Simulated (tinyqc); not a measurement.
Comparisons within one model: band edges of strained Si(1-x)Ge(x) on relaxed Si(1-y)Ge(y). A value that a table varies takes the place of the one given here.

Values are linear in the Ge fraction but for ED(x) = linear - CD x (1 - x) and a(x) = linear - Ca x (1 - x). Energies are on the common scale of Ev.

Coherent growth on a (001) face: e_par = (a(y) - a(x))/a(x), e_perp = -2 (C12/C11) e_par; exx = eyy = e_par, ezz = e_perp, no shear.

A valley with unit axis u lies at Ev + gap + (av + a_valley) tr(e) + Xu (u.e.u - tr(e)/3); the Delta axes are x, y, z and the L axes [111], [1-1-1], [-11-1], [-1-11]. The second-order shift of the Delta valleys under shear is left out; it lowers the pair normal to the sheared plane by tens of meV at a shear of 1 %.

Valence edges: Ev plus the levels of the 6 x 6 matrix of X, Y, Z times spin with -Dso/3 + l exx + m (eyy + ezz) on the diagonal (cyclic), n exy off it, l = av + 2 b, m = av - b, n = sqrt(3) d. Spin-orbit term (Dso/3) L.sigma on X, Y, Z with (L_k)_ij = -i epsilon_kij: <X+|H|Y+> = -i Dso/3, <X+|H|Z-> = Dso/3, <Y+|H|Z-> = -i Dso/3, <Z+|H|X-> = -Dso/3, <Z+|H|Y-> = i Dso/3, <X-|H|Y-> = i Dso/3, and their conjugates; + and - are the spin along z.

Coherent growth: e_par = (a(y) - a(x))/a(x). (001): e_perp = -2 (C12/C11) e_par; exx = eyy = e_par, ezz = e_perp, no shear. (111): e_perp = -(2 C11 + 4 C12 - 4 C44)/(C11 + 2 C12 + 4 C44) e_par; exx = eyy = ezz = (2 e_par + e_perp)/3 and exy = eyz = ezx = (e_perp - e_par)/3. (110): e_perp = -(C11 + 3 C12 - 2 C44)/(C11 + C12 + 2 C44) e_par; exx = eyy = (e_par + e_perp)/2, ezz = e_par, exy = (e_perp - e_par)/2, eyz = ezx = 0.

Values chosen for the exercise (end members near Si and Ge, in this order; shifted at random, so the results belong to these values and not to a real crystal):
- a = (5.426, 5.666) angstrom (lattice constant)
- Dso = (0.044, 0.291) eV (spin-orbit splitting)
- av = (2.43, 1.25) eV (valence hydrostatic potential)
- b = (-2.1, -2.54) eV (tetragonal shear potential)
- d = (-4.73, -5.23) eV (trigonal shear potential)
- C11 = (164.3, 127.5) GPa
- C12 = (63.9, 48.6) GPa
- C44 = (78.5, 67.8) GPa
- Ev = (0, 0.61) eV (top of the unstrained valence band)
- ED = (1.137, 0.924) eV (gap to the Delta valleys)
- EL = (1.973, 0.748) eV (gap to the L valleys)
- aD = (1.64, 1.3) eV (hydrostatic potential of the Delta gap)
- aL = (-3.24, -3.04) eV (hydrostatic potential of the L gap)
- XuD = (8.89, 9.72) eV (uniaxial potential, Delta)
- XuL = (16.3, 15.01) eV (uniaxial potential, L)
- CD = 0.219 eV (bowing of the Delta gap)
- Ca = 0 angstrom (bowing of the lattice constant)
- face = 001 (growth face)
- y = 0 (Ge fraction of the relaxed buffer)
- x = 0.18 (Ge fraction of the layer)

## Composition of the layer

The buffer is kept. dEc = Ec(buffer) - Ec(layer), dEv = Ev(layer) - Ev(buffer); buffer edges Ev(y) and Ev(y) + min(ED, EL). The digit behind Delta or L counts whole valleys.

Results:

| x | e_par (%) | lowest valleys | gap (eV) | next valleys above (meV) | valence splitting (meV) | dEc (eV) | dEv (eV) |
|---|---|---|---|---|---|---|---|
| 0.08 | -0.35 | Delta4 | 1.065 | 56 | 20 | 0.020 | 0.052 |
| 0.16 | -0.70 | Delta4 | 0.995 | 113 | 35 | 0.036 | 0.105 |
| 0.24 | -1.05 | Delta4 | 0.928 | 169 | 47 | 0.049 | 0.160 |
| 0.31 | -1.35 | Delta4 | 0.872 | 219 | 58 | 0.057 | 0.209 |
| 0.39 | -1.70 | Delta4 | 0.810 | 277 | 70 | 0.062 | 0.265 |
| 0.47 | -2.04 | Delta4 | 0.750 | 335 | 81 | 0.064 | 0.323 |
| 0.55 | -2.37 | Delta4 | 0.694 | 393 | 93 | 0.061 | 0.382 |

The gap is 1.065 eV in the first row and 0.694 eV in the last. The lowest valleys are Delta4 throughout. Per 0.1 of x the valence offset moves by +70 meV on average; the conduction offset lies between +20 and +64 meV, not monotonically. Both carriers sit on one side in every row. Offsets below about 30 meV are within the spread of parameter sets, so those rows do not settle the type. Strains above 2 % can be kept only in layers of a few nanometres.

## Composition of the buffer

The layer is kept. dEc = Ec(buffer) - Ec(layer), dEv = Ev(layer) - Ev(buffer); buffer edges Ev(y) and Ev(y) + min(ED, EL). The digit behind Delta or L counts whole valleys.

Results:

| y | e_par (%) | lowest valleys | gap (eV) | next valleys above (meV) | valence splitting (meV) | dEc (eV) | dEv (eV) |
|---|---|---|---|---|---|---|---|
| 0.00 | -0.79 | Delta4 | 0.978 | 127 | 38 | 0.040 | 0.119 |
| 0.10 | -0.35 | Delta4 | 1.027 | 56 | 23 | 0.016 | 0.053 |
| 0.21 | 0.13 | Delta2 | 1.049 | 21 | 11 | 0.016 | -0.009 |
| 0.31 | 0.57 | Delta2 | 0.986 | 92 | 52 | 0.072 | -0.034 |
| 0.42 | 1.05 | Delta2 | 0.911 | 169 | 103 | 0.138 | -0.055 |
| 0.52 | 1.49 | Delta2 | 0.841 | 239 | 152 | 0.203 | -0.073 |
| 0.63 | 1.97 | Delta2 | 0.763 | 317 | 206 | 0.279 | -0.091 |
| 0.73 | 2.41 | Delta2 | 0.692 | 387 | 256 | 0.354 | -0.107 |

The gap is 0.978 eV in the first row and 0.692 eV in the last, with its largest listed value, 1.049 eV, at y = 0.21: it peaks near the match y = x, since strain of either sign narrows it. The lowest valleys change: Delta4 to Delta2 between y = 0.10 and 0.21. Per 0.1 of y the valence offset moves by -31 meV on average; the conduction offset lies between +16 and +354 meV, not monotonically. Both carriers sit on one side for y = 0.00 and 0.10, and on opposite sides elsewhere. Offsets below about 30 meV are within the spread of parameter sets, so those rows do not settle the type. Strains above 2 % can be kept only in layers of a few nanometres.

## The same layer on three faces

dEc = Ec(buffer) - Ec(layer), dEv = Ev(layer) - Ev(buffer); buffer edges Ev(y) and Ev(y) + min(ED, EL). The digit behind Delta or L counts whole valleys.

Results:

| face | e_par (%) | lowest valleys | gap (eV) | next valleys above (meV) | valence splitting (meV) | dEc (eV) | dEv (eV) | Delta spread (meV) | L spread (meV) |
|---|---|---|---|---|---|---|---|---|---|
| (001) | -0.79 | Delta4 | 0.978 | 127 | 38 | 0.040 | 0.119 | 127 | 0 |
| (111) | -0.79 | Delta6 | 1.015 | 705 | 39 | 0.008 | 0.114 | 0 | 162 |
| (110) | -0.79 | Delta2 | 0.980 | 54 | 40 | 0.042 | 0.116 | 54 | 127 |

On (001) only the Delta valleys split (127 meV), on (111) only the L valleys (162 meV), on (110) both (54 and 127 meV). The lowest valleys are Delta4 on (001), Delta6 on (111) and Delta2 on (110); the smallest gap is 0.978 eV on (001) and the largest 1.015 eV on (111).

## What each parameter does

dEc = Ec(buffer) - Ec(layer), dEv = Ev(layer) - Ev(buffer); buffer edges Ev(y) and Ev(y) + min(ED, EL). Each row changes one parameter from the base and keeps the others.

Results:

| case | gap (eV) | valence splitting (meV) | dEc (eV) | dEv (eV) |
|---|---|---|---|---|
| base | 0.9782 | 38.1 | 0.0398 | 0.1189 |
| x = 0.21 | 0.9531 | 42.8 | 0.0446 | 0.1393 |
| y = 0.03 | 0.9929 | 34.6 | 0.0322 | 0.0991 |
| CD = 0.269 eV | 0.9709 | 38.1 | 0.0472 | 0.1189 |
| XuL = (18.745, 17.261) eV | 0.9782 | 38.1 | 0.0398 | 0.1189 |
| aD = (1.886, 1.495) eV | 0.9760 | 38.1 | 0.0421 | 0.1189 |
| av = (2.794, 1.438) eV | 0.9782 | 38.1 | 0.0431 | 0.1157 |
| d = (-5.44, -6.014) eV | 0.9782 | 38.1 | 0.0398 | 0.1189 |
| XuD = (10.224, 11.178) eV | 0.9719 | 38.1 | 0.0462 | 0.1189 |

The largest shifts from the base row, up to three for each result and ties (the steps differ in size, so this ranks the rows, not the parameters). gap (eV): x -0.0252, y +0.0147, CD -0.0074; unchanged at the printed digits by XuL, av and d. valence splitting (meV): x +4.7, y -3.5; unchanged at the printed digits by CD, XuL, aD, av, d and XuD. dEc (eV): y -0.0076, CD +0.0074, XuD +0.0063; unchanged at the printed digits by XuL and d. dEv (eV): x +0.0204, y -0.0198, av -0.0032; unchanged at the printed digits by CD, XuL, aD, d and XuD. The lowest valleys of the layer are Delta4, so among the conduction-band potentials only those of that family reach the gap and dEc; the buffer is unstrained. A shift large enough to swap the lowest family would change that.

Computed by tinyqc, a small Python program: `OMP_NUM_THREADS=1 python tinyqc.py 1080230 1080231 out.jsonl` (the numbers bound the seed that draws the inputs); one thread of a shared host (Intel(R) Xeon(R) Processor @ 2.30GHz), about 0.01 s for the whole set of steps.
